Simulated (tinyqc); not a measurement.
Hubbard ring of 3 sites, step by step. One step of it, computed by the program tinyqc.

Problem. Mean-field iteration 2. H(up) = T + U n(down), H(down) = T + U n(up); fill the lowest levels; n(new) = n + mixing (n(out) - n); E = tr T (rho up + rho down) + U sum n_up n_down of the output.

one-body matrix (hopping and site energies) (eV), lower triangle:
```
,1,2,3
1,-0.560000
2,-0.650000,-0.330000
3,-0.650000,-0.650000,0.500000
```

U = 10.200000 eV

electrons, up and down: 2  2

mixing = 1

n(up) after iteration 1: 1 0.938740, 2 0.883060, 3 0.178200

n(down) after iteration 1: 1 0.938740, 2 0.883060, 3 0.178200

Give: levels, up; levels, down; energy; n(up) after iteration 2; n(down) after iteration 2.

Solution.

levels, up (eV): 2.1772  8.3130  9.5198

levels, down (eV): 2.1772  8.3130  9.5198

energy = 14.5955 eV

n(up) after iteration 2: 1 0.3628, 2 0.6375, 3 0.9997

n(down) after iteration 2: 1 0.3628, 2 0.6375, 3 0.9997
